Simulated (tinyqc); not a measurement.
When the Fermi surface touches the face: free and nearly free electrons in a metal.

The cubic cell holds 2 atoms: n = 2 z/a^3, kF = (3 pi^2 n)^(1/3), EF = c kF^2/m, vF = 2 c kF/(m hbar), c = hbar^2/2m0; rs = (3/(4 pi n))^(1/3)/a0; D(EF) = 3 n/(2 EF).

Two plane waves k and k - G, G = (110) (2 pi/a): H = [[c k^2/m, V], [V, c (k - G)^2/m]] with c = hbar^2/2m0.

Constants: hbar^2/2m0 = 3.80998211 eV angstrom^2; hbar = 6.58211957e-16 eV s; a0 (Bohr radius) = 0.5291772105 angstrom.

Values chosen for the exercise (out of a larger set: near those of K; not measured data):

| symbol | value | unit | meaning |
|---|---|---|---|
| a | 5.23 | angstrom | bcc lattice constant |
| z | 1 |  | free electrons an atom |
| m | 1.13 | m0 | mass |

On the face the lower band is E = c (G^2/4 + q^2)/m - V, q along the face. EF is held at its free value. A neck opens where EF > c G^2/(4m) - V, with radius q; the second band fills where EF > c G^2/(4m) + V.

Necks:

| V (eV) | lower band at the face centre (eV) | neck radius (1/angstrom) | radius/kF |
|---|---|---|---|
| 0.2 | 2.233 | - | - |
| 0.5 | 1.933 | - | - |
| 0.8 | 1.633 | 0.2666 | 0.358 |
| 1.1 | 1.333 | 0.4000 | 0.537 |
| 1.4 | 1.033 | 0.4990 | 0.670 |
| 1.8 | 0.633 | 0.6063 | 0.814 |
| 2.2 | 0.233 | 0.6973 | 0.936 |
| 2.6 | -0.167 | 0.7778 | 1.044 |

EF = 1.873 eV
c G^2/(4m) = 2.433 eV

Contact needs V > 0.560 eV. It is first met at V = 0.8 eV of those listed, and the radius then grows as the square root of the excess, to 1.044 kF at 2.6 eV. EF is held at its free value here; a count of states lowers it as V grows, strongly for V of an eV or more, so the threshold is a lower bound, the radii are upper bounds, and some necks may vanish.

Run: tinyqc, `OMP_NUM_THREADS=1 python tinyqc.py 1680884 1680885 out.jsonl`; Intel(R) Xeon(R) Processor @ 2.30GHz, one thread, shared host; about 0.01 s of CPU time with all checks.
